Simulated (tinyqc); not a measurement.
CCSD on RHF in the sto-3g basis, for H4, spin multiplicity 1, step by step. One step of it, computed by the program tinyqc.

Question. CCSD: starting amplitudes. t_ij^ab = <ij||ab> / (e_i + e_j - e_a - e_b), whose energy is MP2.

orbital energies (hartree): [-0.690435, -0.452227, 0.531940, 0.876754]

Two-electron integrals over orbitals (pq|rs), unique and non-zero (hartree):
```
(11|11) 0.510440   (21|21) 0.181692   (22|11) 0.508178   (22|22) 0.521775
(31|31) 0.103756   (32|32) 0.080356   (33|11) 0.492551   (33|22) 0.493298
(33|33) 0.500169   (41|32) 0.079220   (41|41) 0.078156   (42|31) 0.106282
(42|42) 0.115544   (43|21) 0.177478   (43|43) 0.194457   (44|11) 0.503554
(44|22) 0.514343   (44|33) 0.512223   (44|44) 0.533357
```

Give: Starting amplitudes; correlation energy.

Answer.

Starting amplitudes (spin orbitals 1a, 1b, ...; amplitudes related by a flip of all spins are not repeated):
```
from      to        t
2a 2b  4a 4b  -0.0435
1a 1b  3a 3b  -0.0424
1a 2b  3a 4b  -0.0417
2a 2b  3a 3b  -0.0408
1a 2b  3b 4a   0.0311
1a 1b  4a 4b  -0.0249
1a 2a  3a 4a  -0.0106
```

correlation energy = -0.029004 hartree
